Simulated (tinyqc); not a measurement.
From results back to parameters: tunnelling through a thin dielectric with one trap, as a tight-binding chain. Five cases, with inputs chosen for the exercise.

Problem. A resonance has full width Gamma_L + Gamma_R and peak height 4 Gamma_L Gamma_R/(Gamma_L + Gamma_R)^2. The values come from hidden widths.

Case 1.

full width = 27.3101 meV
peak height = 0.347048

Case 2.

full width = 22.5787 meV
peak height = 0.171008

Case 3.

full width = 0.860520 meV
peak height = 0.0920412

Case 4.

full width = 0.325669 meV
peak height = 0.0138872

Case 5.

full width = 39.1704 meV
peak height = 0.0932677

Find: larger and smaller width.

Solution. The widths are (W/2)(1 +/- sqrt(1 - peak)); which belongs to which lead the line shape cannot tell.

Case 1.

larger and smaller width (meV): 24.7  2.62

Case 2.

larger and smaller width (meV): 21.6  1.01

Case 3.

larger and smaller width (meV): 0.840  0.0203

Case 4.

larger and smaller width (meV): 0.325  0.00113

Case 5.

larger and smaller width (meV): 38.2  0.936

Computed by tinyqc, one run a case: `OMP_NUM_THREADS=1 python tinyqc.py N N+1 out.jsonl` with N = 1480127, 1480169, 1480269, 1480290, 1480361; one thread of a shared Intel(R) Xeon(R) Processor @ 2.30GHz, about 0.1 s a run at most.
